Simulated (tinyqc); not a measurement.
Gap and mesh density: special k points of the fcc lattice.

Lattice vectors in units of a: a1 = (0, 1/2, 1/2), a2 = (1/2, 0, 1/2), a3 = (1/2, 1/2, 0); reciprocal vectors b_i with a_i . b_j = 2 pi delta_ij. Mesh: k = sum_i f_i b_i with f_i = (2 j_i + shift)/(2 N), j_i = 0 .. N-1. The point group of the lattice has 48 operations; only those that map the mesh onto itself are used.

A_m(k) = sum over the m-th star of lattice vectors R of cos(k . R), stars in order of length: m = 1: |R|^2 = 0.5, 12 vectors, such as (1, 0, 0) in the basis a_i; m = 2: |R|^2 = 1, 6 vectors, such as (1, 1, -1) in the basis a_i; m = 3: |R|^2 = 1.5, 24 vectors, such as (2, 0, -1) in the basis a_i; m = 4: |R|^2 = 2, 12 vectors, such as (2, 0, 0) in the basis a_i; m = 5: |R|^2 = 2.5, 24 vectors, such as (2, 1, -1) in the basis a_i; m = 6: |R|^2 = 3, 8 vectors, such as (3, -1, -1) in the basis a_i. The zone mean of every A_m is zero.

Test function, the lower band of a two-band insulator: E(k) = -sqrt(D^2 + (e0 - t A_1(k))^2).
Parameters, chosen for this exercise: t = 0.24 eV (coupling); e0 = 1.71 eV (offset).

D takes the values listed; errors against the unshifted mesh with N = 30, for unshifted meshes.

Errors (meV):

| D (eV) | reference (eV) | N = 2 | N = 4 | N = 6 | N = 8 |
|---|---|---|---|---|---|
| 0.2 | -1.7776 | -235.671 | 12.665 | -4.096 | 1.193 |
| 0.4 | -1.8230 | -222.080 | 10.117 | -2.141 | 0.548 |
| 0.8 | -1.9740 | -192.335 | 5.251 | -0.553 | 0.075 |
| 1.5 | -2.3738 | -149.785 | 1.568 | -0.056 | 0.002 |
| 4.0 | -4.4218 | -77.686 | 0.084 | 0.000 | 0.000 |

Give the missing row, D (eV) = 2.5.

Computed row:
```
D (eV)  reference (eV)     N = 2  N = 4   N = 6  N = 8
2.5            -3.1204  -110.677  0.371  -0.004  0.000
```

The first listed N from which the error stays below 0.5 meV is none for D = 0.2, none for D = 0.4, 8 for D = 0.8, 6 for D = 1.5, 4 for D = 2.5, 4 for D = 4 eV. A larger D makes the function smoother, so its Fourier coefficients fall faster with |R|.

Program tinyqc; command `OMP_NUM_THREADS=1 python tinyqc.py 1650894 1650895 out.jsonl`; about 0.1 s on one thread of a shared Intel(R) Xeon(R) Processor @ 2.30GHz.
